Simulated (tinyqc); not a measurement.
Schottky barrier with interface states (Cowley-Sze model), image lowering and contact resistance: one step, computed by the program tinyqc.

An n-type semiconductor under a metal. The barrier lies between the Schottky-Mott limit phi_M - chi and the Bardeen limit E_g - E_n, E_n being the neutrality level of the interface states; the space-charge term of the full Cowley-Sze expression is left out.

Question. Thermionic current. A* = 4 pi e m_e M_c k_B^2/h^3 (a simple valley count); J_s = A* T^2 exp(-phi/k_B T). J_0 uses phi_B; the reverse current uses phi_B less the image lowering, times 1 - exp(-V_r/k_B T).

Inputs (values chosen for the exercise, with gap, mass and screening modelled on GaAs):
```
quantity            value  unit
electron mass m_e  0.0675   m_0
valleys M_c             1     -
temperature T         300     K
reverse bias V_r      3.3     V
```

Pinning factor from: interface states.

barrier phi_B = 0.9430846 eV

image lowering = 0.04659131 eV

Constants: e = 1.602176634e-19 C; m_0 = 9.1093837015e-31 kg; k_B = 1.380649e-23 J/K; h = 6.62607015e-34 J s; k_B = 8.617333262e-05 eV/K.

Give: Richardson constant A*; J_0; thermionic reverse current.

Answer.

Richardson constant A* = 8.1117 A cm^-2 K^-2

J_0 = 1.0477e-10 A/cm^2

thermionic reverse current = 6.3523e-10 A/cm^2

Image lowering raises the reverse current by a factor 6.06.
